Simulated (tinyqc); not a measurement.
What each parameter does: two-band k.p model of the X valleys of a zinc-blende crystal.

k along the valley axis, counted from X, c = hbar^2/2m0, e = c k^2/ml. H = [[e - D/2, i P k], [-i P k, e + D/2]] with P^2 = D0 c/ml, so E = e -/+ sqrt(D^2/4 + D0 e). For D = 0 (diamond lattice) the bands cross at X.

With x = D/D0: for x < 1 the minima lie at k_m = sqrt(ml D0 (1 - x^2)/(4 c)), the hump at X has the height dE = (D0/4)(1 - x)^2 and the mass at the minimum is ml/(1 - x^2); the mass at X is ml/(1 - 1/x), negative for x < 1. For x > 1 the minimum is at X.

Thermal masses along the axis for one X point, lower band, E from the minimum, on 1601 points from -0.8 to 0.8 1/angstrom: density-of-states mass m_d = c I^2/(pi kT), I = integral of exp(-E/kT) dk; conductivity mass m_c = 2 c kT/<(dE/dk)^2> with central differences.

Constants: hbar^2/2m0 = 3.80998211 eV angstrom^2; kB = 8.617333262e-05 eV/K.

Inputs chosen for the exercise (of the order of those of cubic SiC; the results hold for these values, not for the real material):
- D = 2.903 eV (splitting of the two conduction levels at X)
- D0 = 1.016 eV (coupling energy)
- ml = 0.458 m0 (mass along the axis from remote bands)
- T = 150 K (temperature)

Shape of the lower band and thermal masses. Each row changes one parameter from the base and keeps the others.

Results:

| case | k_m (1/angstrom) | dE (meV) | m_d (m0) | m_c (m0) |
|---|---|---|---|---|
| base | 0.0000 | 0.000 | 0.703 | 0.702 |
| D = 2.8159 eV | 0.0000 | 0.000 | 0.715 | 0.713 |
| D0 = 1.0465 eV | 0.0000 | 0.000 | 0.715 | 0.713 |
| ml = 0.4717 m0 | 0.0000 | 0.000 | 0.724 | 0.723 |
| T = 154.5 K | 0.0000 | 0.000 | 0.703 | 0.702 |

The largest shifts from the base row, up to three for each result and ties (the steps differ in size, so this ranks the rows, not the parameters). k_m (1/angstrom): unchanged at the printed digits by D, D0, ml and T. dE (meV): unchanged at the printed digits by D, D0, ml and T. m_d (m0): ml +0.021, D +0.012, D0 +0.011; unchanged at the printed digits by T. m_c (m0): ml +0.021, D +0.012, D0 +0.011; unchanged at the printed digits by T.

Program tinyqc; command `OMP_NUM_THREADS=1 python tinyqc.py 1880797 1880798 out.jsonl`; about 0.01 s on one thread of a shared Intel(R) Xeon(R) Processor @ 2.30GHz.
